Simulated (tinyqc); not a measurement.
Drift exponent from two reads.

Inverse problem. Ra = R0 (t/t0)^nu. Find nu, R0 and Ra after ten years (3.15576e8 s).

Parameters, values chosen for the exercise:
```
symbol  value  unit         meaning
t0         10     s  reference time
```

Ra at t = 100 and 30000 s, both at 300 K (Mohm): 17.870143  32.711683

Solution. ln Ra is linear in ln t with slope nu.

nu = 0.106
R0 = 14.0 Mohm
Ra after ten years = 87.3 Mohm

Computed by the program tinyqc: `OMP_NUM_THREADS=1 python tinyqc.py 2880004 2880005 out.jsonl`, one thread of a shared Intel Xeon 2.30GHz, about 0.01 s for the whole run.
